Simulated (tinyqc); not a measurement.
sp3s* tight binding: one step. Levels at Gamma.

Parameters, chosen for this exercise (near a published set for InAs, fitted to gaps, whose masses and valley positions are rough; shifted at random, so the results belong to these values and not to a real crystal): Esa = -9.552 eV (s level of the anion); Esc = -2.72 eV (s level of the cation); Epa = 0.909 eV (p level of the anion); Epc = 3.731 eV (p level of the cation); Vss = -5.617 eV (s-s); Vxx = 1.836 eV (px-px).

Task: At k = 0 only g0 = 1 is left and H falls into 2 x 2 blocks [[E_a, V], [V, E_c]] with roots (E_a + E_c)/2 -/+ sqrt(((E_a - E_c)/2)^2 + V^2); the s* levels stay uncoupled. The direct gap runs from the highest lower root of the p blocks to the lowest upper root.

Give: Blocks at Gamma (eV); direct gap at Gamma.

Result:

Blocks at Gamma (eV):
```
block            E_a      E_c        V  lower root  upper root
s (Gamma1)   -9.5520  -2.7200  -5.6170    -12.7102      0.4382
p (Gamma15)   0.9090   3.7310   1.8360      0.0044      4.6356
```

direct gap at Gamma = 0.4337 eV

The lowest empty level at Gamma is s-like.

Run: tinyqc, `OMP_NUM_THREADS=1 python tinyqc.py 1482718 1482719 out.jsonl`; Intel(R) Xeon(R) Processor @ 2.30GHz, one thread, shared host; about 0.05 s of CPU time with all checks.
